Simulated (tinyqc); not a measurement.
Critical temperature from a phonon spectrum: McMillan, Allen-Dynes and the linearised Eliashberg equation. Changing the coupling lambda_1. Computed by tinyqc, a small Python program. Command: `OMP_NUM_THREADS=1 python tinyqc.py 3003131 3003132 out.jsonl eliashberg sweep`. One thread of a shared host (Intel(R) Xeon(R) Processor @ 2.30GHz), about 0.02 s of CPU time with the checks.

alpha^2 F(omega) = sum_i (lambda_i omega_i/2) delta(omega - omega_i), so that lambda = 2 int alpha^2 F/omega d omega = sum_i lambda_i.

Inputs (values chosen for the exercise, for a model metal):
```
quantity                     value  unit
peak energy omega_1             12   meV
peak energy omega_2           19.4   meV
coupling lambda_2            0.493     -
Coulomb pseudopotential mu*   0.08     -
```

Peaks in alpha^2 F: two.

Constants: k_B = 8.617333262e-05 eV/K.

Method:
- omega_log = exp(sum lambda_i ln omega_i / lambda); omega_rms = sqrt(sum lambda_i omega_i^2 / lambda).
- McMillan form: k_B T_c = (omega_log/1.2) exp[-1.04 (1 + lambda)/(lambda - mu* (1 + 0.62 lambda))]. Allen-Dynes multiplies it by f1 f2: f1 = [1 + (lambda/L1)^(3/2)]^(1/3), L1 = 2.46 (1 + 3.8 mu*); f2 = 1 + (omega_rms/omega_log - 1) lambda^2/(lambda^2 + L2^2), L2 = 1.82 (1 + 6.3 mu*) omega_rms/omega_log.
- Linearised Eliashberg equation at omega_n = (2n + 1) pi k_B T, n = 0..N-1: lambda(j) = sum_i lambda_i omega_i^2/(omega_i^2 + (2 pi j k_B T)^2); K_mn = lambda(m - n) + lambda(m + n + 1) - 2 mu*(N) - delta_mn [2m + 1 + lambda(0) + 2 sum_(j=1..m) lambda(j)], with 1/mu*(N) = 1/mu* + ln(omega_rms/omega_N), omega_N = (2N + 1) pi k_B T. T_c is where the largest eigenvalue rho of K is zero.
- N is the smallest integer at or above 8 omega_max/(2 pi k_B T_AD), omega_max the highest peak and T_AD the Allen-Dynes value.

One run for each value:
```
coupling lambda_1  T_c, Eliashberg (K)  omega_log (meV)  T_c, Allen-Dynes (K)  T_c, McMillan form (K)  lambda
0.334                           10.749           15.979                10.956                  10.474   0.827
0.449                           13.020           15.430                13.233                  12.530   0.942
0.604                           15.780           14.891                15.995                  14.943   1.097
0.813                           19.026           14.386                19.236                  17.638   1.306
1.090                           22.688           13.936                22.867                  20.445   1.583
1.470                           26.911           13.539                26.985                  23.310   1.963
1.980                           31.639           13.206                31.503                  26.019   2.473
2.670                           37.018           12.933                36.511                  28.481   3.163
```

What does the table show, and why?

Over the rows, T_c, Eliashberg (K) rises from 10.7 to 37.0 (exponent d ln y / d ln x 0.65 between the first rows and 0.53 between the last); omega_log (meV) falls from 16.0 to 12.9 (exponent d ln y / d ln x -0.12 between the first rows and -0.070 between the last); T_c, Allen-Dynes (K) rises from 11.0 to 36.5 (exponent d ln y / d ln x 0.64 between the first rows and 0.49 between the last). McMillan/Eliashberg goes from 0.97 to 0.77. More weight on the lowest peak also pulls omega_log down, which takes back part of the gain.

Caution (rows 1.09, 1.47, 1.98, 2.67): for lambda above about 1.5 the plain McMillan form saturates and falls short.

Extremes, crossings and ranges named in words are read from the listed rows.
